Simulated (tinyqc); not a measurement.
Inside a calculation: k.p values derived from sp3s* tight binding at Gamma. Values are carried at full precision from step to step, so a last printed digit may differ when a step is redone from the rounded ones.

At Gamma the states are two-level mixtures: s-like S+ (upper) and S- (lower) from [[Esa, Vss], [Vss, Esc]], p-like P- (valence) and P+ from [[Epa, Vxx], [Vxx, Epc]], and the bare s* levels. With real k in 1/angstrom and kz = 0, the phase sums over the four bonds are g0 = 1 - (a k/4)^2/2, g1 = i a kx/4, g3 = -(a/4)^2 kx ky to second order. Each mixture is written (anion, cation) with the anion part positive. c = hbar^2/2m0. No spin-orbit coupling.

Constants: hbar^2/2m0 = 3.80998211 eV angstrom^2.

Values chosen for the exercise (near a published set for Ge, fitted to gaps, whose masses and valley positions are rough; not measured data):
```
symbol  value   unit      meaning
Esa     -5.855  eV        s level of the anion
Esc     -5.855  eV        s level of the cation
Epa     1.609   eV        p level of the anion
Epc     1.609   eV        p level of the cation
Vss     -6.803  eV        s-s
Vxx     1.609   eV        px-px
a       5.656   angstrom  lattice constant
Vsapc   5.458   eV        s anion, p cation
Vscpa   5.458   eV        s cation, p anion
Vxapc   5.213   eV        s* anion, p cation
Vpaxc   5.213   eV        p anion, s* cation
Exa     6.383   eV        s* level of the anion
Exc     6.383   eV        s* level of the cation
Vxy     4.903   eV        px-py
```

## States at Gamma

Solve the two blocks.

States:
```
state    E (eV)  anion part  cation part
S-     -12.6580     0.70711      0.70711
P-       0.0000     0.70711     -0.70711
S+       0.9480     0.70711     -0.70711
P+       3.2180     0.70711      0.70711
```

## Linear terms and the Kane energy

<s state|dH/dkx|x state> = i P with P = (a/4)(sa pc Vsapc + sc pa Vscpa), sa, sc and pa, pc being the parts of the two states; for s* on the anion P = (a/4) pc Vxapc, on the cation (a/4) pa Vpaxc. Ep = P^2/c for S+ to P-.

Couplings:
```
pair       P (eV angstrom)  E(first) - E(second) (eV)
S+ to P-           -7.7176                     0.9480
S+ to P+            0.0000                    -2.2700
S- to P-            0.0000                   -12.6580
s*a to P-          -5.2122                     6.3830
s*c to P-           5.2122                     6.3830
```

Ep = 15.633 eV

The two terms of S+ to P- have the same sign and add: S+ and P- both change sign from anion to cation. An on-site momentum element between s and p, which real atoms have, is absent from this model.

## Electron mass

m0/m = [<S+|d2H/dkx^2|S+>/2 + sum P^2/(E(S+) - E(P))]/c over P- and P+, with the direct term -(a/4)^2 sa sc Vss.

parts of m0/m: direct -1.785, from P- 16.491, from P+ 0.000

mass = 0.0680 m0

The valence band supplies 112 % of m0/m; the direct term, which stands in for the free-electron 1, is -1.79. S+ is not the lowest valley of Ge; this is the mass of the Gamma level.

## Valence parameters L, M, N and the Luttinger values

Direct terms d0 = -(a/4)^2 pa pc Vxx, dN = -2 (a/4)^2 pa pc Vxy for P-. F = sum P^2/(E(P-) - E(s)) over S+, S-, s*a, s*c. The y state of P- couples to the z state of P+ through Q = (a/4) Vxy (pa p'c - pc p'a), primes for P+, and H1 = Q^2/(E(P-) - E(P+)). L = d0 + F, M = d0 + H1, N = dN + F + H1; g1 = -(L + 2M)/(3c), g2 = -(L - M)/(6c), g3 = -N/(6c).

d0, dN, F, Q, H1 (eV angstrom^2; Q in eV angstrom): 1.6085  9.8030  -71.3410  6.9328  -14.9361

L, M, N (eV angstrom^2): -69.732  -13.328  -76.474

g1, g2, g3: 8.433  2.467  3.345

Along [100] the masses without spin-orbit coupling are c/|L| = 0.055 (one band) and c/|M| = 0.286 (two bands).

## Checks

- Electron mass against a finite difference of the full bands: 0.06800 against 0.06801.
- L and M against finite differences along [100]: largest relative difference 6.2e-05.
- Lowest curvature along [111], (L + 2M + 2N)/3, against a finite difference: -83.112 against -83.106.

Computed by tinyqc, a small Python program: `OMP_NUM_THREADS=1 python tinyqc.py 1451601 1451602 out.jsonl` (the numbers bound the seed that draws the inputs); one thread of a shared host (Intel(R) Xeon(R) Processor @ 2.30GHz), about 0.01 s for the whole set of steps.
